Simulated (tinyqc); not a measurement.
# Worked calculation: off-state leakage of single and stacked transistors

Computed by the program tinyqc: `OMP_NUM_THREADS=1 python tinyqc.py 2242064 2242065 out.jsonl`, one thread of a shared Intel Xeon 2.30GHz, about 0.03 s for the whole run. Printed values are rounded.

n-channel devices of unit width. Subthreshold current I(Vg, Vs, Vd) = I0 (T/300 K)^0.5 exp[(Vg - Vs - VT(T) - gb (Vs - Vb) + dd (Vd - Vs))/(nf Vt)] (1 - exp(-(Vd - Vs)/Vt)), VT(T) = VT - cT (T - 300 K). Gate-edge tunnelling Ig (Vd/1 V) exp(ag (Vd - 1 V)), for a gate at 0 V, and band-to-band leakage Ab u exp(-Bb/u), u = Vd - Vb + 1 V, flow at a drain held at V; both are taken as independent of T. In a stack of off transistors (all gates at 0 V) the same subthreshold current passes through each.

Values chosen for this exercise; values of the order met in bulk silicon logic transistors: temperature T = 358 K; supply voltage V = 0.7 V; threshold at 300 K, zero drain and body bias VT = 0.44 V; fall of the threshold with temperature cT = 0.6 mV/K; current at threshold at 300 K I0 = 0.92 uA/um; slope factor nf = 1.24; drain-induced lowering per volt dd = 0.15; rise of the threshold per volt of source-body bias gb = 0.16; gate-edge tunnelling current at 1 V Ig = 0.0002 uA/um; exponential slope of the gate current ag = 5 1/V; prefactor of band-to-band leakage at the drain Ab = 30 uA/(um V); its exponential voltage Bb = 27 V; body voltage Vb = -0.6 V.

Constants: q = 1.602176634e-19 C, kB = 1.380649e-23 J/K, Vt = kB T/q. Results are converted to the units shown.

## Leakage of one transistor

Vg = Vs = 0, Vd = V; effective threshold VT(T) - gb Vb - dd V.

effective threshold = 0.3962 V
parts (nA/um): subthreshold 0.03192646, gate edge 0.03123822, band-to-band 0.5503127
total = 0.6134774 nA/um
shares (%): subthreshold 5.204179, gate edge 5.091993, band-to-band 89.70383

The band-to-band part is the largest.

## Starting value

Vx = dd V/(1 + gb + 2 dd), the solution for Vx well above Vt, rounded to three decimals.

Vx at the start = 0.072 V

## Iteration 1: new Vx

Stack of two, Vx the node between them: I_low = I(0, 0, Vx), I_up = I(0, Vx, V), f = ln(I_up/I_low), f' = -(1 + gb + 2 dd)/(nf Vt) - 1/(Vt (exp(Vx/Vt) - 1)) - 1/(Vt (exp((V - Vx)/Vt) - 1)), Vx(new) = Vx - f/f'.

I_low = 0.002457164 nA/um
I_up = 0.002712349 nA/um
f = 0.09880719
f' = -41.64469 1/V
Vx after iteration 1 = 0.07437262 V

## Iteration 2: new Vx

As before.

I_low = 0.002499834 nA/um
I_up = 0.002500686 nA/um
f = 3.408059e-4
f' = -41.36178 1/V
Vx after iteration 2 = 0.07438086 V

## Iteration 3: new Vx

As before.

I_low = 0.002499980 nA/um
I_up = 0.002499980 nA/um
f = 3.862909e-9
f' = -41.36084 1/V
Vx after iteration 3 = 0.07438086 V

## Course of the iteration

Stop when the step is below 1e-11 V, or after 40 iterations.

Course of the iteration:
```
iteration  Vx before the step (V)  step (V)
1                           0.072   2.37e-3
2                      0.07437262   8.24e-6
3                      0.07438086  9.34e-11
4                      0.07438086         0
```

Converged in 4 iterations. The subthreshold current of the stack is 0.002500 nA/um, 12.8 times less than that of one transistor (the drain leakage is unchanged); the estimate exp[dd V (1 + gb + dd)/((1 + gb + 2 dd) nf Vt)] gives 11.7.
